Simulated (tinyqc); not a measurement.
Inside a calculation. Method: coherent transport through a tight-binding region between two chains. Computed by tinyqc, a small Python program that keeps every step. Settings: temperature = 77, mu = 0.13. Command: `OMP_NUM_THREADS=1 python tinyqc.py 27265 27266 out.jsonl` (the two numbers bound the seeds that draw the settings). One thread of a shared host (Intel(R) Xeon(R) Processor @ 2.60GHz), about 0.08 s of CPU time with the checks.

## Transmission at E = 0.36 eV

H of the central region (eV):
```
,1,2
1,0.570000,-2.390000
2,-2.390000,0.780000
```

Leads: semi-infinite chains with site energy 0:
```
parameter,value
lead hopping t (eV),1.780000
coupling to the left lead (eV),0.370000
coupling to the right lead (eV),1.090000
left contact site,1
right contact site,2
```

E = 0.360000 eV

Surface Green function g = (E - i sqrt(4 t^2 - E^2)) / (2 t^2); self-energy tc^2 g on each contact site; G = (E - H - Sigma)^(-1); Gamma = -2 Im Sigma; T = Gamma_L Gamma_R |G_LR|^2; local density of states -Im G_ii / pi.

g = 0.056811-0.558918i 1/eV

G (1/eV):
```
,1,2
1,0.082319-0.120038i,0.422068-0.013573i
2,0.422068-0.013573i,0.038024-0.014749i
```

local density of states (1/eV): 0.038209  0.004695

transmission = 0.036243

## Transmission across the band

The same steps on a grid of energies.

T(E):
```
E (eV),T
-3.38200000,0.001779
-3.04380000,0.008844
-2.70560000,0.028819
-2.36740000,0.096290
-2.02920000,0.301207
-1.69100000,0.299585
-1.35280000,0.153753
-1.01460000,0.091122
-0.67640000,0.063411
-0.33820000,0.049202
0.00000000,0.041179
0.33820000,0.036468
0.67640000,0.033808
1.01460000,0.032628
1.35280000,0.032733
1.69100000,0.034214
2.02920000,0.037536
2.36740000,0.043929
2.70560000,0.056842
3.04380000,0.089357
3.38200000,0.233829
```

levels of the isolated region (eV): -1.717305  3.067305

## Current

I = (2e/h) int T(E) [f(E - mu - V/2) - f(E - mu + V/2)] dE at 77 K with mu = 0.13 eV, the bias not changing H; 2e^2/h = 77.48092 microsiemens; the integral runs over the band on 4001 points.

Current:
```
V (volt),I (microampere)
0.010000,0.030270
0.050000,0.151361
0.100000,0.302777
0.200000,0.605999
0.400000,1.215583
0.800000,2.460572
```
